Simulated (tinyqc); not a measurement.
Plane-wave Kohn-Sham cycle with exchange-only LDA in a layered model solid, step by step. One step of it, computed by the program tinyqc.

Problem. Iteration 1: potential. V_H(G) = 4 pi rho(G)/G^2 for G != 0 (uniform background); v_x = -(3 rho/pi)^(1/3); V = V_ext + V_H + v_x; Fourier components f(G_m) = (1/N) sum_j f(x_j) exp(-i G_m x_j).

A solid whose potential varies along x alone (atomic units):
```
parameter,value
period a,16.000000
cross-section of the cell,27.000000
electrons per cell,2
grid points,16
"plane waves -n..n, n",3
k points,4
V1 in V1 cos(2 pi x/a),-0.700000
```

density at the start, on the grid x_j = j a/N (e/bohr^3): 0.00462963  0.00462963  0.00462963  0.00462963  0.00462963  0.00462963  0.00462963  0.00462963  0.00462963  0.00462963  0.00462963  0.00462963  0.00462963  0.00462963  0.00462963  0.00462963

Give: Potentials on the grid; V(G_m), m = 0, 1, 2, ....

Solution.

Potentials on the grid (hartree):
```
x,V_ext,V_H,v_x,V
0.0000,-0.7000,0.0000,-0.1641,-0.8641
1.0000,-0.6467,0.0000,-0.1641,-0.8108
2.0000,-0.4950,0.0000,-0.1641,-0.6591
3.0000,-0.2679,0.0000,-0.1641,-0.4320
4.0000,0,0.0000,-0.1641,-0.1641
5.0000,0.2679,0.0000,-0.1641,0.1038
6.0000,0.4950,0.0000,-0.1641,0.3309
7.0000,0.6467,0.0000,-0.1641,0.4826
8.0000,0.7000,0.0000,-0.1641,0.5359
9.0000,0.6467,0.0000,-0.1641,0.4826
10.0000,0.4950,0.0000,-0.1641,0.3309
11.0000,0.2679,0.0000,-0.1641,0.1038
12.0000,0,0.0000,-0.1641,-0.1641
13.0000,-0.2679,0.0000,-0.1641,-0.4320
14.0000,-0.4950,0.0000,-0.1641,-0.6591
15.0000,-0.6467,0.0000,-0.1641,-0.8108
```

V(G_m), m = 0, 1, 2, ... (hartree): -0.1641  -0.3500  0.0000  0.0000  0.0000  0.0000  0.0000
